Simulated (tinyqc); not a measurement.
Strained alloy layer of InAs and GaAs on (001) InP, model-solid band line-up: gaps, strain and offsets against composition.

The layer is x parts of the first compound and 1 - x of the second, grown coherently on the third as substrate and barrier. Rows of the table: lattice constant a, average valence level Ea on an absolute scale, spin-orbit splitting so, gaps at Gamma, X and L, hydrostatic deformation potentials av and ac (Gamma), shear potential b, elastic constants, electron and heavy-hole (along z) masses. All are interpolated linearly in x; gaps get -C x (1 - x), taken wholly in the conduction band; real line-ups can differ from this model by 0.1 eV or more.

In-plane strain e = (a_substrate - a)/a, e_z = -2 (c12/c11) e, volume change 2 e + e_z. With v = 2 e + e_z and d = 2 b (e_z - e): Eav = Ea + av v; E_hh = Eav + so/3 - d/2; E_lh = Eav - so/6 + d/4 + sqrt(so^2 + so d + 9 d^2/4)/2; E_c = Ea + so/3 + EG + ac v (Gamma). Substrate: E_v = Ea + so/3, E_c = E_v + EG. Well depths: dEc = E_c(substrate) - E_c, dEhh = E_hh - E_v(substrate), dElh likewise; strained Gamma gap E_c - max(E_hh, E_lh); positive values confine carriers in the layer. Matthews-Blakeslee for 60-degree dislocations in a single layer: hc = k (ln(hc/bv) + 1), k = bv (1 - nu/4)/(4 pi |e| (1 + nu)), nu = c12/(c11 + c12), bv = a/sqrt(2); the larger root. The valence offset is the larger of dEhh and dElh; a dash marks |e| under 0.02 % or no root.

Inputs (values chosen for the exercise):

| symbol | value | unit | meaning |
|---|---|---|---|
| CG | 0.477 | eV | bowing of the Gamma gap |
| CX | 1.4 | eV | bowing of the X gap |
| CL | 0.33 | eV | bowing of the L gap |

Binary compounds, values chosen for the exercise:
```
	close to InAs	close to GaAs	close to InP
a (angstrom)	6.058	5.653	5.869
Ea (eV)	-6.67	-6.92	-7.04
so (eV)	0.375	0.339	0.11
EG (eV)	0.356	1.41	1.36
EX (eV)	1.36	1.9	2.16
EL (eV)	1.06	1.69	1.95
av (eV)	0.99	1.16	1.28
ac (eV)	-5.15	-7.08	-4.98
b (eV)	-1.8	-1.71	-1.71
c11 (GPa)	82.8	119	102
c12 (GPa)	45.1	53.2	56
me (m0)	0.0228	0.067	0.0805
mh (m0)	0.33	0.351	0.529
```

Gaps, strain and offsets against composition:
```
x	e (%)	relaxed Gamma gap (eV)	lower of X and L gaps (eV)	strained Gamma gap (eV)	E_hh - E_lh (meV)	dEc (eV)	valence offset (eV)	hc (nm)
0.25	1.9942	1.0571	1.4706	0.80541	-153.87	0.18176	0.37282	3.61
0.33	1.4231	0.95672	1.4091	0.78388	-107.55	0.21732	0.35880	5.83
0.41	0.85839	0.86247	1.3399	0.76265	-63.161	0.25003	0.34731	11.5
0.49	0.29993	0.77434	1.2855	0.74115	-21.339	0.27986	0.33899	42.8
0.57	-0.25239	0.69231	1.2491	0.70146	17.228	0.30674	0.35179	52.9
0.66	-0.86651	0.60732	1.2001	0.63558	55.916	0.33343	0.39099	11.3
0.74	-1.4061	0.53827	1.1603	0.57948	85.649	0.35395	0.42658	5.94
0.82	-1.9398	0.47531	1.1247	0.52570	110.92	0.37141	0.46289	3.77
0.9	-2.4678	0.41847	1.0933	0.47423	132.03	0.38578	0.49999	2.62
```

What does the comparison show?

The relaxed Gamma gap falls from 1.06 to 0.418 eV and the strained one falls from 0.805 to 0.474 eV. The lattice matches the substrate at x = 0.533; the heavy hole is on top where the layer is compressed (e < 0) and the light hole where it is stretched. dEc rises from 0.182 to 0.386 eV and the valence offset goes from 0.373 through a minimum of 0.339 (at x = 0.49 among the rows listed) to 0.500 eV. At the largest strain listed, -2.47 %, strain changes the gap by 55.8 meV.

Program tinyqc, `OMP_NUM_THREADS=1 python tinyqc.py 2690020 2690021 out.jsonl`; Intel Xeon 2.30GHz, shared host, one thread, about 0.01 s.
